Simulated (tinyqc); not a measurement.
# Thin-body transistor below threshold, two-dimensional Poisson equation on a small mesh: choice of the relaxation factor

A thin body on a thick buried insulator of low permittivity, taken as carrying no normal field at the bottom of the body (row 0). Mobile charge is neglected (subthreshold), the body is fully depleted, and potentials are counted from the intrinsic level; rows run upward to the gate, columns from source to drain.

Mesh: rows i = 0..3 in the semiconductor (step hs = tb/3, row 3 on the interface), then 2 step(s) ho = tox/2 up to the gate row 5; columns j = 0..6 (step hy = L/6). Box integration, divided by eps0: up_i = eps hy/h of the interval above row i, dn_i = that of the interval below (0 for row 0), lat_i = (sum of eps h/2 over the intervals above and below)/hy, s_i = -q Na w_i hy/eps0 with w_i the semiconductor height of the box (hs/2 for row 0 and the interface row, hs between, 0 in the insulator). Each free node obeys (up + dn + 2 lat) psi = up psi(above) + dn psi(below) + lat [psi(left) + psi(right)] + s. Fixed values: gate row Vg - Vfb; column 0 at Vbi and the last column at Vbi + Vd in the semiconductor, each running linearly to Vg - Vfb across the insulator. Sweeps go row by row from row 0, left to right, psi(new) = psi + omega (t - psi) with t the value that solves the node equation for the newest neighbours; free nodes start at zero; stop when the largest change is below 1e-7 V.

Parameters, values chosen for the exercise; semiconductor permittivity made up:

| symbol | value | unit | meaning |
|---|---|---|---|
| eps_r | 13.3 |  | relative permittivity of the semiconductor |
| eox | 7.5 |  | relative permittivity of the insulator |
| tb | 8 | nm | body thickness |
| tox | 2.7 | nm | insulator thickness |
| L | 50 | nm | channel length |
| Na | 8.6e17 | cm^-3 | acceptor density of the depleted body |
| Vbi | 0.5 | V | potential of the source |
| Vfb | -0.02 | V | gate offset |
| Vg | -0.1 | V | gate voltage |
| Vd | 0.3 | V | drain voltage |

Constants: q = 1.602176634e-19 C, eps0 = 8.8541878128e-14 F/cm where lengths are in cm. Results are converted to the units shown.

Choice of the relaxation factor:
```
omega,sweeps
1,82
1.1,69
1.2,57
1.3,47
1.4,37
1.5,25
1.6,31
1.7,43
1.8,67
1.9,135
```

Gauss-Seidel (omega = 1) takes 82 sweeps; the fewest, 25, are at omega = 1.5, and omega = 1.9 takes 135. The Jacobi matrix of this mesh has spectral radius rho = 0.9408, so theory puts the best factor at 2/(1 + sqrt(1 - rho^2)) = 1.49.

Program tinyqc, `OMP_NUM_THREADS=1 python tinyqc.py 2480088 2480089 out.jsonl`; Intel Xeon 2.30GHz, shared host, one thread, about 0.1 s.
